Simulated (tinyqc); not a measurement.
Millisecond and nanosecond annealing: surface heating, thermal budget and solid-phase regrowth: one step, computed by the program tinyqc. Command: `OMP_NUM_THREADS=1 python tinyqc.py 3015584 3015585 out.jsonl flash walk`. One thread of a shared host (Intel(R) Xeon(R) Processor @ 2.30GHz), about 0.02 s of CPU time with the checks.

A square pulse heats the surface of a thick wafer with constant thermal properties; losses by radiation are neglected and silicon melts at 1414 C.

Problem. Peak temperature. Absorbed flux q = (1 - R) fluence/t_p; kappa = k/c. With f(z, t) = (2 q/k) sqrt(kappa t) ierfc(z/(2 sqrt(kappa t))), ierfc(x) = exp(-x^2)/sqrt(pi) - x erfc(x): T = T0 + f(z, t) during the pulse and T0 + f(z, t) - f(z, t - t_p) after it. At the surface the rise at the end of the pulse is 2 q sqrt(t_p/(pi k c)); the fluence that just melts the surface scales with (1414 - T0).

Inputs (values chosen for the exercise, modelled on hot silicon with boron): incident fluence = 16 J/cm^2; pulse length t_p = 0.0002 s; reflectance R = 0.54; thermal conductivity k = 0.26 W/(cm K); heat capacity per volume c = 2.29 J/(cm^3 K); preheat temperature T0 = 500 C.

Source: scanned laser.

Give: absorbed flux q; kappa; thermal length sqrt(kappa t_p); peak temperature; fluence at the melting threshold.

Solution.

absorbed flux q = 36800 W/cm^2

kappa = 0.11354 cm^2/s

thermal length sqrt(kappa t_p) = 47.652 um

peak temperature = 1261.1 C

fluence at the melting threshold = 19.216 J/cm^2
